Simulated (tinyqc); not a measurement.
# Lifetime from the low-frequency admittance

Question. At low frequency a p+-n diode with a base of width wb has C_diff/G = (tau/2)(1 - 2 x/sinh 2x), x = wb/sqrt(Dp tau). Find tau, x and the limit of C_diff/G for infinite lifetime, wb^2/(3 Dp).

Parameters, values chosen for the exercise: hole diffusion coefficient Dp = 2.4 cm^2/s; width of the neutral base wb = 2.3 um.

G = 16.250659 S/cm^2
C_diff = 0.056414853 uF/cm^2

Answer. The ratio rises steadily with tau from tau/2 (long base) towards wb^2/(3 Dp) (short base), so one lifetime matches as long as the ratio is below that limit.

tau = 1.000e-8 s
x = 1.485
limit of C_diff/G = 7.347e-9 s

Computed by the program tinyqc: `OMP_NUM_THREADS=1 python tinyqc.py 2890138 2890139 out.jsonl`, one thread of a shared Intel Xeon 2.30GHz, about 0.01 s for the whole run.
